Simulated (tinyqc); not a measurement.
Deep level with several charge states, and Shockley-Read-Hall recombination: one step. Charge states at a trial Fermi level. Three cases, with inputs chosen for the exercise.

Task: Form the exponents, the shares, the mean charge and the residual of neutrality at EF = E_try.

Energies from Ev. The defect has charge states +1, 0, -1 with weights 1, gm exp((EF - E1)/kT), exp((2 EF - E1 - E2)/kT); the shares are the weights over their sum. Boltzmann carriers: n = Nc exp((EF - Eg)/kT), p = Nv exp(-EF/kT). Neutrality: p - n + Nd + Nt <q> = 0.

Constants: kB = 8.617333262e-05 eV/K.

Case 1.

Values chosen (gap and densities of states near those of GaN at this temperature; the results hold for these values, not for the real material): Eg = 3.399 eV (gap); Nc = 2.3e+18 1/cm^3 (conduction-band density of states); Nv = 4.51e+19 1/cm^3 (valence-band density of states); T = 300 K; E1 = 0.91 eV (level (+1/0) above Ev); E2 = 2.583 eV (level (0/-1) above Ev); gm = 1 (degeneracy of the middle state, the others 1); Nt = 5.8e+15 1/cm^3 (defects); Nd = -8.7e+16 1/cm^3 (ionised shallow donors minus acceptors); E_try = 2.488 eV (trial Fermi level).

Case 2.

Values chosen (gap and densities of states near those of GaN at this temperature; the results hold for these values, not for the real material): Eg = 3.434 eV (gap); Nc = 2.28e+18 1/cm^3 (conduction-band density of states); Nv = 4.57e+19 1/cm^3 (valence-band density of states); T = 300 K; E1 = 1.425 eV (level (+1/0) above Ev); E2 = 2.624 eV (level (0/-1) above Ev); gm = 2 (degeneracy of the middle state, the others 1); Nt = 1.3e+13 1/cm^3 (defects); Nd = -2.3e+12 1/cm^3 (ionised shallow donors minus acceptors); E_try = 0.754 eV (trial Fermi level).

Case 3.

Values chosen (gap and densities of states near those of Si at this temperature; the results hold for these values, not for the real material): Eg = 1.123 eV (gap); Nc = 2.73e+19 1/cm^3 (conduction-band density of states); Nv = 1.15e+19 1/cm^3 (valence-band density of states); T = 300 K; E1 = 0.236 eV (level (+1/0) above Ev); E2 = 0.702 eV (level (0/-1) above Ev); gm = 1 (degeneracy of the middle state, the others 1); Nt = 1.1e+14 1/cm^3 (defects); Nd = 3.1e+14 1/cm^3 (ionised shallow donors minus acceptors); E_try = 0.322 eV (trial Fermi level).

Give: exponents of the second and third weights; shares; <q>; n, p; residual.

Result:

Case 1.

exponents of the second and third weights: 61.040  57.365

shares: +1 0.0000, 0 0.9753, -1 0.0247

<q> = -0.0247

n, p (1/cm^3): 1.14e+03  7.20e-23

residual = -8.71e+16 1/cm^3

The residual is negative, so EF must fall.

Case 2.

exponents of the second and third weights: -25.955  -98.290

shares: +1 1.0000, 0 0.0000, -1 0.0000

<q> = 1.0000

n, p (1/cm^3): 2.17e-27  9.85e+06

residual = 1.07e+13 1/cm^3

The residual is positive, so EF must rise.

Case 3.

exponents of the second and third weights: 3.327  -11.372

shares: +1 0.0347, 0 0.9653, -1 0.0000

<q> = 0.0347

n, p (1/cm^3): 9.55e+05  4.48e+13

residual = 3.59e+14 1/cm^3

The residual is positive, so EF must rise.

Computed by tinyqc, one run a case: `OMP_NUM_THREADS=1 python tinyqc.py N N+1 out.jsonl` with N = 1652255, 1652715, 1680125; one thread of a shared Intel(R) Xeon(R) Processor @ 2.30GHz, about 0.01 s a run at most.
